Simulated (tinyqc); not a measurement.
Bound state in one dimension: Numerov shooting, finite differences, DVR, step by step. Computed by tinyqc, a small Python program that keeps every step. Settings: points = 48. Command: `OMP_NUM_THREADS=1 python tinyqc.py 30061 30062 out.jsonl` (the two numbers bound the seeds that draw the settings). One thread of a shared host (Intel(R) Xeon(R) Processor @ 2.60GHz), about 0.01 s of CPU time with the checks.

## Numerov steps at E = 0.1

One particle of mass 1 in V = 7.73 (1 - exp(-0.62 x))^2 (atomic units), psi = 0 at both ends:
```
parameter                 value
left end              -1.600000
right end                     7
intervals                    48
h                      0.179167
state sought (nodes)          0
```

k_i = 2 m (E - V_i); (1 + h^2 k_(i+1)/12) y_(i+1) = 2 (1 - 5 h^2 k_i/12) y_i - (1 + h^2 k_(i-1)/12) y_(i-1), from y_0 = 0, y_1 = 0.001.

Points along the way:
```
i         x        V         k       y
0   -1.6000  22.2510  -44.3020  0.0000
1   -1.4208  15.4359  -30.6718  0.0010
2   -1.2417  10.3908  -20.5817  0.0030
3   -1.0625   6.7199  -13.2397  0.0069
4   -0.8833   4.1104   -8.0209  0.0138
5   -0.7042   2.3164   -4.4327  0.0242
16   1.2667   2.2879   -4.3757  0.3328
17   1.4458   2.7088   -5.2176  0.4612
18   1.6250   3.1156   -6.0313  0.6687
19   1.8042   3.5038   -6.8076  1.0090
20   1.9833   3.8705   -7.5410  1.5755
21   2.1625   4.2141   -8.2282  2.5340
```

## Bisection on the node count

With more sign changes than the state has nodes (the last point included) the energy is too high, else too low; the bracket starts as 0.1 to 10.

Trials:
```
trial         E  sign changes  y at the right end   next
1      5.050000             3           -9.92e+00  lower
2      2.575000             1           -3.67e+04  lower
3      1.337500             1           -3.58e+05  lower
4      0.718750             0            5.81e+06  raise
5      1.028125             0            7.68e+05  raise
6      1.182813             1           -4.03e+04  lower
7      1.105469             0            2.81e+05  raise
8      1.144141             0            1.03e+05  raise
9      1.163477             0            2.74e+04  raise
10     1.173145             1           -7.41e+03  lower
11     1.168311             0            9.75e+03  raise
12     1.170728             0            1.11e+03  raise
13     1.171936             1           -3.16e+03  lower
14     1.171332             1           -1.03e+03  lower
...         ...           ...                 ...    ...
28     1.171040             1           -7.26e-02  lower
29     1.171040             1           -7.25e-03  lower
30     1.171040             0            2.54e-02  raise
```

eigenvalue = 1.171040 hartree

## The same grid by other methods

Three-point finite differences and the sine-DVR kinetic matrix of Colbert and Miller on the same points.

Lowest levels (hartree):
```
state  finite differences     DVR
0                  1.1658  1.1711
1                  3.2057  3.2253
2                  4.8601  4.8956
```
